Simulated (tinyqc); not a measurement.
Wannier functions of a composite (isolated) pair of valence bands (bonds of an sp chain), step by step. Values are carried at full precision from step to step, so a last printed digit may differ when a step is redone from the rounded ones.

Each atom has a hybrid pointing left (<) and right (>). H(k): diagonal +V3 on A, -V3 on B; <A<|A>> = -V1a, <B<|B>> = -V1b, <A>|B<> = -V2, <B>|A<> = -V2p exp(ik); k in 1/a, Bloch sums with exp(ikR). The two lowest bands are filled. Trial functions in cell 0: g1 = cos(c) A> + sin(c) B<, and g2 = sin(c) B> + cos(c) A< of cell 1, whose Bloch vector has cos(c) exp(-ik) on A<. Projection A_mn = <psi_m|g_n>, S = A^+ A, Loewdin U = A S^(-1/2), Bloch-like states w_n = sum_m psi_m U_mn, H_W(k) = U^+ diag(E) U. P = sum_m |psi_m><psi_m| is free of phase choices, and S = g^+ P g, w = P g S^(-1/2).

Inputs chosen for the exercise:
```
symbol  value  unit     meaning
V2      2.88   eV       coupling in the bond A-B inside the cell
V2p     3.67   eV       coupling in the bond to the next cell
V1a     0.64   eV       coupling of the two hybrids on A
V1b     0.83   eV       the same on B
V3      1      eV       A at +V3, B at -V3
j       2               mesh point, k = 2 pi j/N
N       6               k points
c       35     degrees  trial bonds cos(c) on A, sin(c) on B
xb      0.55   a        position of B (A at 0)
```

## H at one mesh point

Fill in the matrix.

H(k) (eV), lower triangle (Hermitian):
```
                A<       A>       B<       B>
A<          1.0000
A>         -0.6400   1.0000
B<               0  -2.8800  -1.0000
B>  1.8350-3.1783i        0  -0.8300  -1.0000
```

## Levels and the projector on the filled bands

Diagonalise; P = sum over the two lowest states of |psi><psi|.

levels (eV): -4.0764  -2.8853  2.9569  4.0048

P, lower triangle (Hermitian):
```
                 A<               A>              B<      B>
A<           0.3750
A>   0.0714-0.0462i           0.3434
B<   0.0205-0.0160i   0.4664-0.0103i          0.6564
B>  -0.2449+0.4080i  -0.0217+0.0125i  0.0773-0.0357i  0.6251
```

The filled states put 1.437 electrons on A and 2.563 on B at this k.

## Loewdin orthogonalisation

The trial vectors are the columns g1 = (0, cos c, sin c, 0), g2 = (cos c exp(-ik), 0, 0, sin c), k = 2 pi j/N. Form S = g^+ P g, its eigenvalues, S^(-1/2), and w = P g S^(-1/2).

S:
```
                 1                2
1           0.8846  -0.0469-0.0247i
2  -0.0469+0.0247i           0.9045
```

eigenvalues of S: 0.8406  0.9484

S^(-1/2):
```
                1               2
1          1.0646  0.0278+0.0146i
2  0.0278-0.0146i          1.0529
```

w:
```
                 1                2
A<  0.0593+0.0405i  -0.3084-0.5242i
A>  0.5816+0.0063i  -0.0632-0.0327i
B<  0.8084-0.0090i   0.0471+0.0240i
B>  0.0492-0.0217i   0.7888+0.0071i
```

The combinations of the trial bonds that diagonalise S lie 84.1 to 94.8 % inside the filled space; an eigenvalue near zero would mark a poor choice.

## The Hamiltonian in the new basis

H_W = w^+ H w; its eigenvalues must be the two filled levels.

H_W(k) (eV):
```
               1              2
1         -3.104  -0.420+0.189i
2  -0.420-0.189i         -3.858
```

eigenvalues (eV): -4.076  -2.885

## Hoppings between the Wannier functions

H_mn(R) = (1/N) sum_k exp(-ikR) H_W,mn(k), the coupling of function m in cell 0 to function n in cell R.

H(R) (eV):
```
R        11       12       21       22
-2   0.0002  -0.0003  -0.0001   0.0002
-1   0.0169  -0.2237  -0.0048   0.0182
0   -3.0865  -0.5346  -0.5346  -3.8397
1    0.0169  -0.0048  -0.2237   0.0182
2    0.0002  -0.0001  -0.0003   0.0002
3    0.0000   0.0000   0.0000   0.0000
```

The bond levels are -3.086 and -3.840 eV, against -sqrt(V2^2 + V3^2) = -3.049 and -3.804 for isolated bonds. Neighbouring bonds couple by -0.535 eV through B; the bond-orbital estimate is -V1b (1 + ap)/2 = -0.536 with the mean V2 in ap = V3/sqrt(V2^2 + V3^2).

## The functions in real space

w_n(R) = (1/N) sum_k exp(ikR) w_n(k); point-like hybrids at R (A) and R + xb (B) give centres and spreads.

Function 1:
```
R        A<       A>       B<       B>
-2   0.0000   0.0001   0.0000  -0.0004
-1   0.0003   0.0028  -0.0031  -0.0252
0    0.0353   0.5807   0.8107   0.0365
1   -0.0475  -0.0046   0.0075   0.0003
2   -0.0010  -0.0001   0.0002   0.0000
3    0.0000   0.0000   0.0000   0.0000
```

centres (a): 1 0.3643, 2 0.7166

spreads (a^2): 1 0.0691, 2 0.0488

Function 1 has 99.4 % of its weight on the two hybrids of its bond. Its centre lies +0.0893 a from the middle of the bond, towards B, the atom with the lower level.

## Checks

- Eigenvalues of H_W against the filled levels: they agree to 1e-10 or better.
- W^+ w against the unit matrix: they agree to 1e-10 or better.

Run: tinyqc, `OMP_NUM_THREADS=1 python tinyqc.py 1480356 1480357 out.jsonl`; Intel(R) Xeon(R) Processor @ 2.30GHz, one thread, shared host; about 0.4 s of CPU time with all checks.
